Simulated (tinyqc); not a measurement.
## Modulation-doped quantum well, Poisson-Schroedinger loop: mixing schemes compared

A well of width L centred at z = 0 between barriers Vb; effective-mass electrons in two equivalent valleys, parabolic bands. The electrons come from donor sheets outside the mesh, a share fL of Ns on the left and the rest on the right, so the structure is neutral. Energies are counted from the band edge of the well, with U = 0 on the first node in the Hartree part.

V0 = 0 in the well and Vb outside, plus q Fz z (1 kV/cm = 1e-4 eV/nm).

Tridiagonal Hamiltonian with psi = 0 one step beyond both ends: H_ii = C (1/m_(i-1/2) + 1/m_(i+1/2))/hz^2 + V0_i + U_i, H_(i,i+1) = -C/(m_(i+1/2) hz^2), C = hbar^2/(2 m0). The lowest 2 level(s) are kept, normalised to hz sum |psi|^2 = 1.

Level k holds N_k = D_k Vt ln(1 + exp((EF - E_k)/Vt)) with D = 2 md m0 q/(pi hbar^2) per eV (spin included); EF is fixed by sum N_k = Ns.

n_i = sum_k N_k |psi_k|^2 (converted to cm^-3). Hartree part by Gauss: on the interval after node i the enclosed sheet charge is S_i = fL Ns - hz sum_(j<=i) n_j, and U_(i+1) = U_i + q S_i hz/(eps0 eps_r) in eV, U_1 = 0. Mixing: U(new) = U + a (U(out) - U).

Rounds from U = 0 until the largest |U(out) - U| is below 1e-7 eV (the round that meets it is counted). Anderson mixing of depth m keeps the last m inputs V and residuals F = V(out) - V(in), fits c by least squares to F = dF c over their successive differences dF, dV, and sets V(new) = V + a F - (dV + a dF) c.

Parameters, values chosen for the exercise; material values those of a made-up well: temperature T = 77 K; in-plane mass md = 0.157 m0; barrier height Vb = 0.21 eV; relative permittivity (all layers) eps_r = 13.6; well width L = 6.9003 nm; mesh step hz = 0.7667 nm; sheet density of electrons Ns = 5.4e11 cm^-2; share of the donors on the left side fL = 0.7; applied field along z Fz = -38 kV/cm.

Constants: q = 1.602176634e-19 C, kB = 1.380649e-23 J/K, hbar = 1.054571817e-34 J s, m0 = 9.1093837015e-31 kg, Vt = kB T/q, eps0 = 8.8541878128e-14 F/cm where lengths are in cm, hbar^2/(2 m0) = 0.0380998212 eV nm^2. Results are converted to the units shown.

z, node 1 to 17 (nm): -6.1336  -5.3669  -4.6002  -3.8335  -3.0668  -2.3001  -1.5334  -0.7667  0  0.7667  1.5334  2.3001  3.0668  3.8335  4.6002  5.3669  6.1336
mass on the intervals 1/2, 3/2, ... (mean of both at an interface) (m0): 1.05  1.05  1.05  1.05  0.979  0.908  0.908  0.908  0.908  0.908  0.908  0.908  0.908  0.979  1.05  1.05  1.05  1.05

Rounds needed:
```
a    depth m  rounds
1      plain      13
0.8    plain       9
0.6    plain      15
0.4    plain      25
0.2    plain      56
0.1    plain     118
0.5        2      11
0.5        4       7
0.5        8       8
```

What does the comparison show?

Among the plain runs a = 0.8 is fastest, with 9 rounds; larger factors overshoot and smaller ones creep. Anderson mixing needs 7 to 11 rounds.

Computed by the program tinyqc: `OMP_NUM_THREADS=1 python tinyqc.py 2140104 2140105 out.jsonl`, one thread of a shared Intel Xeon 2.30GHz, about 0.3 s for the whole run.
